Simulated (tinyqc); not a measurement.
From share of the upper mode back to fraction x of A: two-mode optical phonons of a ternary alloy from two coupled oscillators. Computed by tinyqc, a small Python program. Command: `OMP_NUM_THREADS=1 python tinyqc.py 3004669 3004670 out.jsonl twomode inv`. One thread of a shared host (Intel(R) Xeon(R) Processor @ 2.30GHz), about 0.01 s of CPU time with the checks.

An alloy A(x)B(1-x)C has an A-C and a B-C bond oscillator. Each TO frequency moves linearly from the impurity mode (dilute end) to the TO of the pure crystal; each strength is proportional to the number of bonds.

Inputs (values chosen for the exercise, modelled on Al(x)Ga(1-x)As, with A-C the AlAs-like and B-C the GaAs-like bond):

| quantity | value | unit |
|---|---|---|
| omega_TO of pure AC | 359.9 | 1/cm |
| omega_LO of pure AC | 398.2 | 1/cm |
| omega_TO of pure BC | 266.7 | 1/cm |
| omega_LO of pure BC | 294.2 | 1/cm |
| eps_inf of AC | 8.38 | - |
| eps_inf of BC | 11.2 | - |
| impurity mode of A in BC | 355.2 | 1/cm |
| impurity mode of B in AC | 253 | 1/cm |
| electron mass m* | 0.082 | m_0 |

Constants: e^2/(4 pi eps_0) = 14.39964548 eV angstrom; hbar^2/(2 m_0) = 3.80998212 eV angstrom^2; 1 THz = 33.35640952 1/cm; h x 1 THz = 4.135667696 meV.

Method:
- omega_1 = (impurity mode of A) + x (omega_TO,AC - impurity mode of A); omega_2 = (impurity mode of B) + (1 - x)(omega_TO,BC - impurity mode of B); eps_inf = x eps_AC + (1 - x) eps_BC; strengths W_1 = x eps_AC (omega_LO,AC^2 - omega_TO,AC^2), W_2 = (1 - x) eps_BC (omega_LO,BC^2 - omega_TO,BC^2).
- eps(omega) = eps_inf + W_1/(omega_1^2 - omega^2) + W_2/(omega_2^2 - omega^2) = 0 is the eigenproblem of the matrix [[omega_1^2 + W_1/eps_inf, sqrt(W_1 W_2)/eps_inf], [sqrt(W_1 W_2)/eps_inf, omega_2^2 + W_2/eps_inf]] for omega_LO^2.
- The polar coupling of mode j is c_j = (u_j . sqrt(W))^2/(eps_inf^2 omega_j^2), u_j its eigenvector and omega_j here its LO frequency; the c_j add up to 1/eps_inf - 1/eps_s. Froehlich constant alpha_j = (e^2/(4 pi eps_0)) c_j k_j/(2 E_j), E_j = h c omega_j, k_j = sqrt(m* E_j/(hbar^2/(2 m_0))).

Problem. A run gave the result below. Find the fraction x of A, known to lie between 0.52 and 0.97.

share of the upper mode = 0.7054052

Solution.

Each step takes the trial c = (a f_b - b f_a)/(f_b - f_a), f being the result less the target and a, b, c the logarithms of the listed values; c replaces end b, the old b replaces a if the sign of f changed, and otherwise f_a is halved.

Scan of the range:

| fraction x of A | share of the upper mode |
|---|---|
| 0.520 | 0.609265 |
| 0.577 | 0.657180 |
| 0.640 | 0.708814 |
| 0.710 | 0.765147 |
| 0.788 | 0.827374 |
| 0.874 | 0.896271 |
| 0.970 | 0.974844 |

False position (Illinois rule, in the logarithm of the input) inside the bracket:

| step | end a | end b | trial | share of the upper mode |
|---|---|---|---|---|
| 1 | 0.577000 | 0.640000 | 0.635636 | 0.705272 |
| 2 | 0.640000 | 0.635636 | 0.635800 | 0.705405 |
| 3 | 0.640000 | 0.635800 | 0.635800 | 0.705406 |
| 4 | 0.635800 | 0.635800 | 0.635800 | 0.705405 |

Share of the upper mode rises at every point of a 13-point scan of the range (every second point is shown), so one value fits; it is bracketed by 0.577 and 0.640. Answer: fraction x of A = 0.6358.
